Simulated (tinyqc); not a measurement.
Undoped gate-all-around wire MOSFET, analytic charge model: two steps of the calculation.

An undoped round wire of radius R under an insulator shell and a surrounding gate; long channel, electrons only, n = ni exp((psi - V)/Vt) with V the quasi-Fermi potential (0 at the source, Vd at the drain), constant mobility, no quantisation. The radial Poisson equation gives n(r) = n(0)/(1 - (1 - b) r^2/R^2)^2 with b = Q0/(Q + Q0). Q is the electron charge per area of the wire surface.

Values chosen for this exercise; material values those of a made-up semiconductor: temperature T = 293 K; band gap Eg = 1.11 eV; relative permittivity of the semiconductor eps_r = 14.6; conduction-band density of states at T Nc = 3.74e17 cm^-3; valence-band density of states at T Nv = 9.65e18 cm^-3; relative permittivity of the gate insulator eox = 7.52; insulator thickness tox = 1.8 nm; wire radius R = 10 nm; gate work function less that of the intrinsic body dphi = 0.14 V; channel mobility mu = 360 cm^2/(V s); gate length L = 1 um; drain voltage Vd = 0.1 V.

Constants: q = 1.602176634e-19 C, kB = 1.380649e-23 J/K, Vt = kB T/q, eps0 = 8.8541878128e-14 F/cm where lengths are in cm. Results are converted to the units shown.

Problem 1. Constants of the wire. ni = sqrt(Nc Nv) exp(-Eg/(2 Vt)), Eg in volts; Cox = eps0 eox/(R ln(1 + tox/R)); Q0 = 4 eps0 eps_r Vt/R; V0 = dphi + Vt ln[8 eps0 eps_r Vt/(q ni R^2)].

Find: ni; Cox; Q0; V0.

Solution 1.

ni = 5.3996e8 cm^-3
Cox = 4.0228 uF/cm^2
Q0 = 130.56 nC/cm^2
V0 = 0.69113 V

Problem 2. Drain current and line charge. Q solves Vg - V0 - V = Q/Cox + Vt ln(Q/Q0) + Vt ln(1 + Q/Q0). I = mu (2 pi R/L)[2 Vt (Qs - Qd) + (Qs^2 - Qd^2)/(2 Cox) + Vt Q0 ln((Qd + Q0)/(Qs + Q0))], with Qs at V = 0 and Qd at V = Vd. Electrons per length at the source: 2 pi R Qs/q; surface over centre density: (1 + Qs/Q0)^2.

Qs = 0.067258939 nC/cm^2
Qd = 0.0012828938 nC/cm^2
Cox = 4.0228208 uF/cm^2
Q0 = 130.55758 nC/cm^2

Give: first term; second term; third term; I; electrons per length; surface over centre density.

Solution 2.

first term = 7.536e-5 uA
second term = 1.271e-8 uA
third term = -3.767e-5 uA
I = 3.770e-5 uA
electrons per length = 2.638e-4 1/nm
surface over centre density = 1.001

The square-law term makes up 0.0337 % of the current. Below threshold the third term cancels half of the first, leaving the diffusion current Vt (Qs - Qd).

Program tinyqc, `OMP_NUM_THREADS=1 python tinyqc.py 2460104 2460105 out.jsonl`; Intel Xeon 2.30GHz, shared host, one thread, about 0.03 s.
